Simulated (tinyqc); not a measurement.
Gate sweep: ballistic transport through the one-dimensional subbands of a rectangular nanowire or nanosheet channel. Computed by tinyqc, a small Python program. Command: `OMP_NUM_THREADS=1 python tinyqc.py 3013938 3013939 out.jsonl wire walk`. One thread of a shared host (Intel(R) Xeon(R) Processor @ 2.30GHz), about 0.01 s of CPU time with the checks.

Hard walls, parabolic subbands, transport along x. Energies are counted from the bulk conduction band edge at the top of the barrier, which the gate pulls down by U; the source Fermi level lies at the bulk edge when U = 0.

Inputs (values chosen for the exercise, modelled on InAs):
```
quantity                      value  unit
mass m                         0.03   m_0
height a                        7.7    nm
width b                         8.9    nm
equivalent oxide thickness t    1.2    nm
drain voltage V_D              0.51     V
temperature T                    77     K
```

Valleys: single isotropic valley.

Constants: hbar^2/(2 m_0) = 3.80998212 eV angstrom^2; k_B = 8.617333262e-05 eV/K; m_0 = 9.1093837015e-31 kg; k_B = 1.380649e-23 J/K; hbar = 1.054571817e-34 J s; eps_0 = 8.8541878128e-12 F/m; e = 1.602176634e-19 C; h = 6.62607015e-34 J s.

Method:
- E_pq = (hbar^2 pi^2/2)(p^2/(m_y b^2) + q^2/(m_z a^2)); m_x = m_y = m_z = m, degeneracy g = 1; the 10 lowest subbands are kept.
- F_j(eta) = (1/Gamma(j + 1)) int_0^infinity x^j/(1 + exp(x - eta)) dx, F_0 = ln(1 + exp(eta)). Integrals over x = E/(k_B T) use 160 Gauss-Legendre points in u = sqrt(x) from 0 to sqrt(max(eta, 0) + 32).
- With degeneracy g = 1, eta_i = (U - E_i)/(k_B T) and u = e V_D/(k_B T): line density n = sum_i g sqrt(2 m_x k_B T/pi)/(2 hbar) [F_-1/2(eta_i) + F_-1/2(eta_i - u)]; gate: e n = C_ox (V_G - U/e), C_ox = 3.9 eps_0 2 (a + b)/t (flat-plate estimate); I = (2 e k_B T/h) sum_i g [F_0(eta_i) - F_0(eta_i - u)].
- Open modes are sum_i g/(1 + exp(-eta_i)). The last column is e dn/dV_G over C_ox, taken up to the next row.

Subbands:
```
valley axis  p  q  E (meV)  m_x (m_0)
-            1  1   369.65       0.03
-            2  1   844.37       0.03
-            1  2  1003.87       0.03
-            2  2  1478.60       0.03
-            3  1  1635.58       0.03
-            1  3  2060.91       0.03
-            3  2  2269.81       0.03
-            2  3  2535.63       0.03
-            4  1  2743.28       0.03
-            3  3  3326.84       0.03
```

Against the gate voltage:
```
V_G (V)  U (meV)    n (1/nm)  I (microampere)  open modes    C_g/C_ox
0.07        70.0  4.9761e-22       1.2546e-20  2.4404e-20  2.9282e-15
0.17       170.0  1.7460e-15       4.4024e-14  8.5631e-14  1.7443e-07
0.29       290.0  1.2481e-07       3.1469e-06  6.1210e-06  7.2758e-02
0.42       410.5  5.6401e-02       3.1694e+00  9.9790e-01  7.8041e-02
0.52       502.7  1.0294e-01       1.0312e+01  1.0000e+00  5.1653e-02
0.65       626.0  1.4298e-01       1.9864e+01  1.0000e+00  4.0206e-02
0.79       760.4  1.7654e-01       3.0275e+01  1.0000e+00  1.3698e-01
0.95       898.5  3.0723e-01       4.3678e+01  1.9997e+00  1.9660e-01
1.10      1019.0  4.8307e-01       5.4266e+01  2.9070e+00  1.7735e-01
1.30      1183.5  6.9458e-01       7.9711e+01  3.0000e+00           -
```

What follows from these numbers?

Between the first two rows the current rises one decade per 15 mV, against the limit ln(10) k_B T/e = 15 mV. Above threshold C_g/C_ox lies between 0.04 and 0.20: the quantum capacitance in series costs much, since the density of states of these subbands is small. It dips where a subband has filled past its van Hove peak and recovers when the next one opens or the drain starts to fill the band. Caution: confinement energies this large call for non-parabolicity and barrier penetration, which lower the subbands and raise the mass.

Extremes, crossings and ranges named in words are read from the listed rows.
